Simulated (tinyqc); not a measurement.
Inside a calculation. Method: plane-wave Kohn-Sham cycle with exchange-only LDA in a layered model solid. Computed by tinyqc, a small Python program that keeps every step. Settings: points = 16, plane-wave index or count = 3, electrons = 2, k points = 1, area = 17.0, mixing = 1.0, iteration cap = 51, Kerker q0 = 1.36. Command: `OMP_NUM_THREADS=1 python tinyqc.py 28344 28345 out.jsonl` (the two numbers bound the seeds that draw the settings). One thread of a shared host (Intel(R) Xeon(R) Processor @ 2.60GHz), about 0.01 s of CPU time with the checks. Later iterations appear only in the table of the cycle.

## Iteration 1: potential

A solid whose potential varies along x alone (atomic units):

| parameter | value |
|---|---|
| period a | 12.000000 |
| cross-section of the cell | 17.000000 |
| electrons per cell | 2 |
| grid points | 16 |
| plane waves -n..n, n | 3 |
| k points | 1 |
| V1 in V1 cos(2 pi x/a) | -0.420000 |
| V2 in V2 cos(4 pi x/a) | -0.050000 |

density at the start, on the grid x_j = j a/N (e/bohr^3): 0.0098039  0.0098039  0.0098039  0.0098039  0.0098039  0.0098039  0.0098039  0.0098039  0.0098039  0.0098039  0.0098039  0.0098039  0.0098039  0.0098039  0.0098039  0.0098039

V_H(G) = 4 pi rho(G)/G^2 for G != 0 (uniform background); v_x = -(3 rho/pi)^(1/3); V = V_ext + V_H + v_x; Fourier components f(G_m) = (1/N) sum_j f(x_j) exp(-i G_m x_j).

Potentials on the grid (hartree):

| x | V_ext | V_H | v_x | V |
|---|---|---|---|---|
| 0.00000 | -0.47000 | 0.00000 | -0.21076 | -0.68076 |
| 0.75000 | -0.42338 | 0.00000 | -0.21076 | -0.63415 |
| 1.50000 | -0.29698 | 0.00000 | -0.21076 | -0.50775 |
| 2.25000 | -0.12537 | 0.00000 | -0.21076 | -0.33613 |
| 3.00000 | 0.05000 | 0.00000 | -0.21076 | -0.16076 |
| 3.75000 | 0.19608 | 0.00000 | -0.21076 | -0.01468 |
| 4.50000 | 0.29698 | 0.00000 | -0.21076 | 0.08622 |
| 5.25000 | 0.35267 | 0.00000 | -0.21076 | 0.14191 |
| 6.00000 | 0.37000 | 0.00000 | -0.21076 | 0.15924 |
| 6.75000 | 0.35267 | 0.00000 | -0.21076 | 0.14191 |
| 7.50000 | 0.29698 | 0.00000 | -0.21076 | 0.08622 |
| 8.25000 | 0.19608 | 0.00000 | -0.21076 | -0.01468 |
| 9.00000 | 0.05000 | 0.00000 | -0.21076 | -0.16076 |
| 9.75000 | -0.12537 | 0.00000 | -0.21076 | -0.33613 |
| 10.50000 | -0.29698 | 0.00000 | -0.21076 | -0.50775 |
| 11.25000 | -0.42338 | 0.00000 | -0.21076 | -0.63415 |

V(G_m), m = 0, 1, 2, ... (hartree): -0.21076  -0.21000  -0.02500  0.00000  0.00000  0.00000  0.00000

## Iteration 1: Hamiltonian at one k

k = 0.00000 2 pi / a

H(m,m') = (k + G_m)^2/2 delta + V(G_m - G_m'), with V(-G) = V(G).

H (hartree), lower triangle:
```
          -3        -2        -1        +0        +1        +2       +3
-3   1.02294
-2  -0.21000   0.33755
-1  -0.02500  -0.21000  -0.07368
+0   0.00000  -0.02500  -0.21000  -0.21076
+1   0.00000   0.00000  -0.02500  -0.21000  -0.07368
+2   0.00000   0.00000   0.00000  -0.02500  -0.21000   0.33755
+3   0.00000   0.00000   0.00000   0.00000  -0.02500  -0.21000  1.02294
```

## Iteration 1: levels at that k

Diagonalise the Hermitian matrix.

eigenvalues (hartree): -0.49188  -0.15117  0.07142  0.37981  0.38838  1.08313  1.08317

## Iteration 1: new density

Motion across x is left out: the lowest 1 band(s) hold two electrons at each of the k points (j + 1/2)/nk - 1/2. Residual R = rho(out) - rho(in); rho(new) = rho(in) + 1 R, with R(G) scaled by G^2/(G^2 + 1.36^2) (Kerker). rho(out) = 2/(a A nk) sum |psi|^2 with psi = sum c exp(i G x). Harris energy E = band energy - dV sum rho (V_H/2 + v_x) + (3/4) dV sum rho v_x with rho(in), dV = a A/N, band energy = (2/nk) sum of the filled levels.

rho(out) (e/bohr^3): 0.0393477  0.0321838  0.0176345  0.0065786  0.0017997  0.0004312  0.0001039  0.0000221  0.0000077  0.0000221  0.0001039  0.0004312  0.0017997  0.0065786  0.0176345  0.0321838

density after iteration 1 (e/bohr^3): 0.0179792  0.0147671  0.0091154  0.0065387  0.0071270  0.0083903  0.0091775  0.0095197  0.0096126  0.0095197  0.0091775  0.0083903  0.0071270  0.0065387  0.0091154  0.0147671

energy per cell = -0.8783848 hartree

## Iteration 2: potential

As before.

Potentials on the grid (hartree):

| x | V_ext | V_H | v_x | V |
|---|---|---|---|---|
| 0.00000 | -0.47000 | 0.14518 | -0.25798 | -0.58280 |
| 0.75000 | -0.42338 | 0.11833 | -0.24160 | -0.54665 |
| 1.50000 | -0.29698 | 0.05788 | -0.20571 | -0.44481 |
| 2.25000 | -0.12537 | 0.00027 | -0.18414 | -0.30924 |
| 3.00000 | 0.05000 | -0.03619 | -0.18951 | -0.17570 |
| 3.75000 | 0.19608 | -0.05407 | -0.20010 | -0.05809 |
| 4.50000 | 0.29698 | -0.06165 | -0.20617 | 0.02917 |
| 5.25000 | 0.35267 | -0.06453 | -0.20870 | 0.07944 |
| 6.00000 | 0.37000 | -0.06526 | -0.20938 | 0.09536 |
| 6.75000 | 0.35267 | -0.06453 | -0.20870 | 0.07944 |
| 7.50000 | 0.29698 | -0.06165 | -0.20617 | 0.02917 |
| 8.25000 | 0.19608 | -0.05407 | -0.20010 | -0.05809 |
| 9.00000 | 0.05000 | -0.03619 | -0.18951 | -0.17570 |
| 9.75000 | -0.12537 | 0.00027 | -0.18414 | -0.30924 |
| 10.50000 | -0.29698 | 0.05788 | -0.20571 | -0.44481 |
| 11.25000 | -0.42338 | 0.11833 | -0.24160 | -0.54665 |

V(G_m), m = 0, 1, 2, ... (hartree): -0.20870  -0.16860  -0.01733  -0.00144  -0.00047  0.00045  0.00033

## Iteration 2: Hamiltonian at one k

k = 0.00000 2 pi / a

As before.

H (hartree), lower triangle:
```
          -3        -2        -1        +0        +1        +2       +3
-3   1.02500
-2  -0.16860   0.33961
-1  -0.01733  -0.16860  -0.07162
+0  -0.00144  -0.01733  -0.16860  -0.20870
+1  -0.00047  -0.00144  -0.01733  -0.16860  -0.07162
+2   0.00045  -0.00047  -0.00144  -0.01733  -0.16860   0.33961
+3   0.00033   0.00045  -0.00047  -0.00144  -0.01733  -0.16860  1.02500
```

## Iteration 2: levels at that k

As before.

eigenvalues (hartree): -0.41697  -0.12059  0.04766  0.36648  0.37141  1.06457  1.06471

## Iteration 2: new density

As before.

rho(out) (e/bohr^3): 0.0368549  0.0308068  0.0180850  0.0076404  0.0024905  0.0007119  0.0001985  0.0000566  0.0000286  0.0000566  0.0001985  0.0007119  0.0024905  0.0076404  0.0180850  0.0308068

density after iteration 2 (e/bohr^3): 0.0218791  0.0177804  0.0100341  0.0055376  0.0054049  0.0069403  0.0082521  0.0089573  0.0091699  0.0089573  0.0082521  0.0069403  0.0054049  0.0055376  0.0100341  0.0177804

energy per cell = -0.7438729 hartree

## Convergence

Stop when sqrt(dV sum R^2) is below 1e-8, dV = a A/N.

Course of the cycle:

| iteration | E (hartree) | norm of the residual |
|---|---|---|
| 1 | -0.8783848 | 1.89e-01 |
| 2 | -0.7438729 | 1.44e-01 |
| 3 | -0.6535358 | 1.14e-01 |
| 4 | -0.5953443 | 9.07e-02 |
| 5 | -0.5592201 | 7.12e-02 |
| 6 | -0.5382972 | 5.38e-02 |
| 7 | -0.5274307 | 3.88e-02 |
| 8 | -0.5225084 | 2.67e-02 |
| 9 | -0.5205490 | 1.79e-02 |
| 10 | -0.5198303 | 1.18e-02 |
| 11 | -0.5195726 | 7.80e-03 |
| ... | ... | ... |
| 34 | -0.5194207 | 5.33e-07 |
| 35 | -0.5194207 | 3.51e-07 |
| 36 | -0.5194207 | 2.32e-07 |
| 37 | -0.5194207 | 1.53e-07 |
| 38 | -0.5194207 | 1.01e-07 |
| 39 | -0.5194207 | 6.64e-08 |
| 40 | -0.5194207 | 4.38e-08 |
| 41 | -0.5194207 | 2.89e-08 |
| 42 | -0.5194207 | 1.90e-08 |
| 43 | -0.5194207 | 1.26e-08 |
| 44 | -0.5194207 | 8.28e-09 |

Converged in 44 iterations. Before convergence this energy mixes input and output and is not variational, so it may rise towards its limit.
